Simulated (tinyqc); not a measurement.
From results back to parameters: thresholds of impact ionisation and Auger recombination from band masses. Four cases, with inputs chosen for the exercise.

Problem. For parabolic bands the thresholds of impact ionisation are Eg (1 + 2 mu)/(1 + mu) for electrons and Eg (2 + mu)/(1 + mu) for heavy holes, mu = me/mh. Both are given.

Case 1.

thresholds for electrons and holes (eV): 0.434715  0.795285

Case 2.

thresholds for electrons and holes (eV): 1.545639  2.600361

Case 3.

thresholds for electrons and holes (eV): 0.888259  1.520741

Case 4.

thresholds for electrons and holes (eV): 0.879455  1.502545

Find: Eg; mu.

Solution. The sum is 3 Eg; mu = (E_e - Eg)/(2 Eg - E_e).

Case 1.

Eg = 0.410 eV
mu = 0.0641

Case 2.

Eg = 1.382 eV
mu = 0.1343

Case 3.

Eg = 0.803 eV
mu = 0.1188

Case 4.

Eg = 0.794 eV
mu = 0.1206

Computed by tinyqc, one run a case: `OMP_NUM_THREADS=1 python tinyqc.py N N+1 out.jsonl` with N = 1850634, 1850670, 1850674, 1850675; one thread of a shared Intel(R) Xeon(R) Processor @ 2.30GHz, about 0.01 s a run at most.
